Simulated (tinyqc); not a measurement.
# Minority carriers and saturation current of a heavily doped emitter: effect of the contact

n-type, parabolic bands, full ionisation. eta = (EF - Ec)/kB T solves N = Nc F12(eta), F12(x) = (2/sqrt(pi)) int_0^infinity sqrt(u)/(1 + exp(u - x)) du. The gap shrinks rigidly by dEg = E1 [ln(N/N0) + sqrt(ln^2(N/N0) + 0.5)], an empirical law that is here taken as the true narrowing.

ni = sqrt(Nc Nv) exp(-Eg/(2 Vt)), Eg in volts; degeneracy factor g = F12(eta) exp(-eta); nie^2 = ni^2 exp(dEg/kB T) g, p0 = nie^2/N; apparent narrowing dEg + kB T ln g. 1/tau = Cn N^2 + 1/ts, D = mup Vt, L = sqrt(D tau); J0 = (q p0 D/L)(s + tanh(W/L))/(1 + s tanh(W/L)), s = S L/D; the share recombining inside is 1 - 1/[cosh(W/L)(1 + tanh(W/L)/s)].

Inputs (values chosen for the exercise); band and dielectric values close to those of silicon:
```
symbol    value        unit                                     meaning
T           300           K                                 temperature
Eg          1.1          eV                                    band gap
Nc      2.82e19       cm^-3  conduction-band density of states at 300 K
Nv      2.62e19       cm^-3     valence-band density of states at 300 K
N          1e20       cm^-3                       ionised donor density
E1          9.2         meV                 energy of the narrowing law
N0         2e17       cm^-3                density of the narrowing law
mup         110  cm^2/(V s)                      minority-hole mobility
Cn      1.9e-31      cm^6/s                           Auger coefficient
ts            8          us                             defect lifetime
W           190          nm                               emitter width
```

Constants: q = 1.602176634e-19 C, kB = 1.380649e-23 J/K, Vt = kB T/q. Results are converted to the units shown.

Effect of the contact:

| S (cm/s) | J0 (fA/cm^2) | share inside (%) |
|---|---|---|
| 80 | 336.1 | 99.79 |
| 340 | 338.2 | 99.10 |
| 1500 | 347.3 | 96.18 |
| 6200 | 382.9 | 86.08 |
| 26000 | 513.5 | 61.06 |
| 1.1e5 | 855.7 | 31.72 |
| 4.8e5 | 1296 | 16.76 |
| 2.1e6 | 1528 | 12.35 |
| 8.8e6 | 1596 | 11.29 |

J0 rises from 336 to 1600 fA/cm^2, between the limits q p0 (D/L) tanh(W/L) = 335 and q p0 (D/L) coth(W/L) = 1620; W/L = 0.49, so passivating the contact can gain at most a factor of 4.83.

Range of the model: Band tails, non-parabolic bands and incomplete ionisation are left out.

tinyqc, about 0.01 s, one thread, Intel Xeon 2.30GHz (shared host): `OMP_NUM_THREADS=1 python tinyqc.py 2330163 2330164 out.jsonl`
